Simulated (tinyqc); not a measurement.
# A spin-degenerate level with charging energy between two leads, rate equations: effect of unequal tunnel rates

States 0, up, down and 2 with energies 0, e1 - Ez/2, e1 + Ez/2 and 2 e1 + U. mu_L = +V/2, mu_R = -V/2 (meV), f(x) = 1/(1 + exp(x/kB T)). A transition that adds one electron of given spin at the energy E has the rate G f(E - mu) from each lead, and its reverse G [1 - f(E - mu)]. I counts electrons leaving the left lead, times q.

Here e1 = 2.15 meV, Ez = 0 and V = +/- 12.9 mV, so that only the 0-1 transitions lie in the window. Transition energies: 0-up e1 - Ez/2, 0-down e1 + Ez/2, up-2 e1 + U + Ez/2, down-2 e1 + U - Ez/2. dp/dt = W p; W_ji is the rate from state i to j, and each column sums to zero. Steady state: W p = 0 with sum p = 1. I = q GL sum over transitions i-j of [fL p_i - (1 - fL) p_j].

Parameters, values chosen for the exercise:
- U = 8.6 meV (charging energy of the second electron)
- GL = 0.071 1/ns (tunnel rate to the left lead)
- T = 2.9 K (temperature)

Constants: q = 1.602176634e-19 C, kB = 1.380649e-23 J/K, Vt = kB T/q. Results are converted to the units shown.

Results:
```
GR (1/ns)  I at +V (pA)  I at -V (pA)  |I(+V)/I(-V)|  (GL + 2 GR)/(2 GL + GR)
0.0032           0.5014       -0.9406         0.5331                   0.5331
0.0073            1.112        -1.940         0.5733                   0.5733
0.017             2.432        -3.683         0.6604                   0.6604
0.086             8.581        -8.052          1.066                    1.066
0.2               13.30        -9.661          1.377                    1.377
0.45              17.29        -10.54          1.640                    1.640
1                 19.92        -10.99          1.813                    1.813
```

Estimate the missing row, GR = 0.038 1/ns.

Computed row:
```
GR (1/ns)  I at +V (pA)  I at -V (pA)  |I(+V)/I(-V)|  (GL + 2 GR)/(2 GL + GR)
0.038             4.803        -5.881         0.8167                   0.8167
```

With this row back in the table: The ratio of the two currents rises from 0.533 to 1.81 and agrees with the last column to better than 0.01 %. An empty dot can be filled with either spin but a filled one empties in one way, so I = 2 q G_in G_out/(2 G_in + G_out): the current is larger when the slower junction is the entrance.

Range of the model: Rate equations need hbar G well below kB T; cotunnelling and the Kondo effect are left out.

tinyqc, about 0.01 s, one thread, Intel Xeon 2.30GHz (shared host): `OMP_NUM_THREADS=1 python tinyqc.py 2780030 2780031 out.jsonl`
